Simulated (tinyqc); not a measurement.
From results back to parameters: Wannier function of the lower band of a two-orbital chain. Five cases, with inputs chosen for the exercise.

Problem. A band E(k) = H0 + 2 H1 cos(ka) + 2 H2 cos(2ka) is known at k = 0, pi/2a and pi/a. The values come from hidden hoppings; c = hbar^2/2m0.

Constants: hbar^2/2m0 = 3.80998211 eV angstrom^2.
Find: H0, H1, H2; m0/m at k = 0.

Method. H0 = (E0 + 2 E1 + E2)/4, H1 = (E0 - E2)/4, H2 = (E0 - 2 E1 + E2)/8; the curvature at k = 0 gives m0/m = -(H1 + 4 H2) a^2/c.

Case 1.

Values chosen: a = 4.7 angstrom (period).

E (eV): 0 -1.3450, pi/2a -0.7770, pi/a 0.6470

Solution.

H0, H1, H2 (eV): -0.563  -0.498  0.107

m0/m at k = 0 = 0.406

Case 2.

Values chosen: a = 5.8 angstrom (period).

E (eV): 0 -1.7240, pi/2a -0.3600, pi/a 0.0120

Solution.

H0, H1, H2 (eV): -0.608  -0.434  -0.124

m0/m at k = 0 = 8.211

Case 3.

Values chosen: a = 4.9 angstrom (period).

E (eV): 0 -2.5030, pi/2a -1.1790, pi/a -0.7110

Solution.

H0, H1, H2 (eV): -1.393  -0.448  -0.107

m0/m at k = 0 = 5.520

Case 4.

Values chosen: a = 4.1 angstrom (period).

E (eV): 0 -2.4440, pi/2a -2.3420, pi/a -1.4640

Solution.

H0, H1, H2 (eV): -2.148  -0.245  0.097

m0/m at k = 0 = -0.631

Case 5.

Values chosen: a = 4.3 angstrom (period).

E (eV): 0 -1.8060, pi/2a -0.8140, pi/a 0.2340

Solution.

H0, H1, H2 (eV): -0.800  -0.510  0.007

m0/m at k = 0 = 2.339

Computed by tinyqc, one run a case: `OMP_NUM_THREADS=1 python tinyqc.py N N+1 out.jsonl` with N = 1451952, 1451973, 1452009, 1452022, 1452023; one thread of a shared Intel(R) Xeon(R) Processor @ 2.30GHz, about 0.2 s a run at most.
